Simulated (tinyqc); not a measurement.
Shallow donor in an anisotropic valley (effective-mass theory): one step. Hydrogen-like estimates.

Constants: Ry = 13.60569312 eV; a0 (Bohr radius) = 0.5291772105 angstrom.

Values chosen for the exercise (out of a larger set: near those of 3C SiC; not measured data):

| symbol | value | unit | meaning |
|---|---|---|---|
| ml | 0.682 | m0 | longitudinal mass |
| mt | 0.252 | m0 | transverse mass |
| eps | 9.5 |  | dielectric constant |

Problem. Ry* = Ry m/eps^2 and a* = a0 eps/m for four choices of one mass: mt, the conductivity mass 3/(1/ml + 2/mt), the density-of-states mass (ml mt^2)^(1/3), and ml.

Give: Estimates.

Solution.

Estimates:

| mass | m (m0) | Ry* (meV) | a* (angstrom) |
|---|---|---|---|
| mt | 0.2520 | 37.99 | 19.95 |
| conductivity | 0.3191 | 48.10 | 15.76 |
| density of states | 0.3512 | 52.94 | 14.32 |
| ml | 0.6820 | 102.82 | 7.37 |

Computed by tinyqc, a small Python program: `OMP_NUM_THREADS=1 python tinyqc.py 1251248 1251249 out.jsonl` (the numbers bound the seed that draws the inputs); one thread of a shared host (Intel(R) Xeon(R) Processor @ 2.30GHz), about 0.01 s for the whole set of steps.
